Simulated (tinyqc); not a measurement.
RHF in the sto-3g basis, for BeH2, spin multiplicity 1, step by step. One step of it, computed by the program tinyqc.

Problem. Iteration 1: building the Fock matrix. J_ij = sum D_kl (ij|kl), K_ij = sum D_kl (ik|jl); F = H + J - 0.5 K; E = tr D H + tr D J / 2 - 0.25 tr D K + E_nn.

D at the start, lower triangle:
```
            1Be 1s     1Be 2s    1Be 2px    1Be 2py    1Be 2pz     2H 1s     3H 1s
1Be 1s    0.805805
1Be 2s    0.044406   2.288265
1Be 2px   0.288333   0.125594   0.590967
1Be 2py  -1.065980   0.735890  -0.441661   1.706456
1Be 2pz  -0.274928  -0.035218   0.091824   0.317749   0.169709
2H 1s     0.432548  -1.147352  -0.085087  -0.941916  -0.210053  0.902171
3H 1s    -0.294517  -0.397361  -0.962008   0.428018  -0.228288  0.356258  1.627681
```

core Hamiltonian H = T + V (hartree), lower triangle:
```
            1Be 1s     1Be 2s    1Be 2px    1Be 2py    1Be 2pz      2H 1s      3H 1s
1Be 1s   -8.490045
1Be 2s   -2.093918  -2.710858
1Be 2px   0.000000   0.000000  -2.190303
1Be 2py   0.000000   0.000000   0.000000  -2.347332
1Be 2pz   0.000000   0.000000   0.000000   0.000000  -2.190303
2H 1s    -0.258647  -0.817209   0.000000  -0.941826   0.000000  -1.866096
3H 1s    -0.258647  -0.817209   0.000000   0.941826   0.000000  -0.027973  -1.866096
```

Two-electron integrals (ij|kl) in chemists' order, unique and non-zero (hartree):
```
(11|11) 2.298831    (21|11) 0.392036    (21|21) 0.079539    (22|11) 0.570988
(22|21) 0.143041    (22|22) 0.417683    (31|31) 0.014607    (32|31) 0.021888
(32|32) 0.092265    (33|11) 0.569578    (33|21) 0.143083    (33|22) 0.417589
(33|33) 0.449859    (41|41) 0.014607    (42|41) 0.021888    (42|42) 0.092265
(43|43) 0.024249    (44|11) 0.569578    (44|21) 0.143083    (44|22) 0.417589
(44|33) 0.401360    (44|44) 0.449859    (51|51) 0.014607    (52|51) 0.021888
(52|52) 0.092265    (53|53) 0.024249    (54|54) 0.024249    (55|11) 0.569578
(55|21) 0.143083    (55|22) 0.417589    (55|33) 0.401360    (55|44) 0.401360
(55|55) 0.449859    (61|11) 0.047103    (61|21) 0.009551    (61|22) 0.017331
(61|33) 0.017217    (61|41) 0.000844    (61|42) 0.001598    (61|44) 0.017566
(61|55) 0.017217    (61|61) 0.001202    (62|11) 0.138978    (62|21) 0.035458
(62|22) 0.116241    (62|33) 0.111555    (62|41) 0.004575    (62|42) 0.030436
(62|44) 0.125500    (62|55) 0.111555    (62|61) 0.004711    (62|62) 0.052726
(63|31) 0.002905    (63|32) 0.014391    (63|43) 0.004981    (63|63) 0.004213
(64|11) 0.159046    (64|21) 0.041003    (64|22) 0.140486    (64|33) 0.132274
(64|41) 0.007281    (64|42) 0.046834    (64|44) 0.156763    (64|55) 0.132274
(64|61) 0.005634    (64|62) 0.071687    (64|64) 0.099606    (65|51) 0.002905
(65|52) 0.014391    (65|54) 0.004981    (65|65) 0.004213    (66|11) 0.310828
(66|21) 0.080571    (66|22) 0.297230    (66|33) 0.276719    (66|41) 0.010921
(66|42) 0.097415    (66|44) 0.337912    (66|55) 0.276719    (66|61) 0.010843
(66|62) 0.178994    (66|64) 0.255997    (66|66) 0.774606    (71|11) 0.047103
(71|21) 0.009551    (71|22) 0.017331    (71|33) 0.017217    (71|41) -0.000844
(71|42) -0.001598   (71|44) 0.017566    (71|55) 0.017217    (71|61) 0.001098
(71|62) 0.003978    (71|64) 0.004476    (71|66) 0.009014    (71|71) 0.001202
(72|11) 0.138978    (72|21) 0.035458    (72|22) 0.116241    (72|33) 0.111555
(72|41) -0.004575   (72|42) -0.030436   (72|44) 0.125500    (72|55) 0.111555
(72|61) 0.003978    (72|62) 0.024711    (72|64) 0.027992    (72|66) 0.061158
(72|71) 0.004711    (72|72) 0.052726    (73|31) 0.002905    (73|32) 0.014391
(73|43) -0.004981   (73|63) 0.001436    (73|73) 0.004213    (74|11) -0.159046
(74|21) -0.041003   (74|22) -0.140486   (74|33) -0.132274   (74|41) 0.007281
(74|42) 0.046834    (74|44) -0.156763   (74|55) -0.132274   (74|61) -0.004476
(74|62) -0.027992   (74|64) -0.031234   (74|66) -0.069608   (74|71) -0.005634
(74|72) -0.071687   (74|74) 0.099606    (75|51) 0.002905    (75|52) 0.014391
(75|54) -0.004981   (75|65) 0.001436    (75|75) 0.004213    (76|11) 0.004689
(76|21) 0.001160    (76|22) 0.003294    (76|33) 0.003258    (76|44) 0.003365
(76|55) 0.003258    (76|61) 0.000141    (76|62) 0.000936    (76|64) 0.001142
(76|66) 0.002435    (76|71) 0.000141    (76|72) 0.000936    (76|74) -0.001142
(76|76) 0.000026    (77|11) 0.310828    (77|21) 0.080571    (77|22) 0.297230
(77|33) 0.276719    (77|41) -0.010921   (77|42) -0.097415   (77|44) 0.337912
(77|55) 0.276719    (77|61) 0.009014    (77|62) 0.061158    (77|64) 0.069608
(77|66) 0.155731    (77|71) 0.010843    (77|72) 0.178994    (77|74) -0.255997
(77|76) 0.002435    (77|77) 0.774606
```

nuclear repulsion = 2.64744337 hartree

Give: Coulomb J; exchange K; Fock matrix F; total energy of this density.

Solution.

Coulomb J (hartree), lower triangle:
```
          1Be 1s   1Be 2s  1Be 2px  1Be 2py  1Be 2pz   2H 1s   3H 1s
1Be 1s    4.5366
1Be 2s    0.9887   2.4739
1Be 2px   0.0078   0.0057   2.4462
1Be 2py  -0.0200  -0.0730  -0.0127   2.5451
1Be 2pz  -0.0121  -0.0312   0.0045   0.0156   2.4257
2H 1s     0.1186   0.6790  -0.0026   0.8210  -0.0019  1.8019
3H 1s     0.1210   0.7803   0.0013  -0.9835  -0.0083  0.0198  2.3764
```

exchange K (hartree), lower triangle:
```
          1Be 1s   1Be 2s  1Be 2px  1Be 2py  1Be 2pz   2H 1s   3H 1s
1Be 1s    2.0903
1Be 2s    0.6714   0.9785
1Be 2px   0.1681  -0.0203   0.4906
1Be 2py  -0.4339  -0.0363  -0.0676   0.6685
1Be 2pz  -0.1752  -0.1185   0.0391   0.1377   0.3113
2H 1s     0.0364   0.1078  -0.0674   0.0485  -0.0264  0.2059
3H 1s     0.1662   0.3607  -0.1884  -0.3774  -0.1187  0.0664  1.0966
```

Fock matrix F (hartree), lower triangle:
```
          1Be 1s   1Be 2s  1Be 2px  1Be 2py  1Be 2pz    2H 1s    3H 1s
1Be 1s   -4.9986
1Be 2s   -1.4409  -0.7262
1Be 2px  -0.0762   0.0158   0.0106
1Be 2py   0.1970  -0.0549   0.0211  -0.1365
1Be 2pz   0.0755   0.0281  -0.0151  -0.0533   0.0798
2H 1s    -0.1582  -0.1921   0.0311  -0.1451   0.0113  -0.1671
3H 1s    -0.2208  -0.2173   0.0955   0.1470   0.0510  -0.0413  -0.0380
```

total energy of this density = -9.718981 hartree
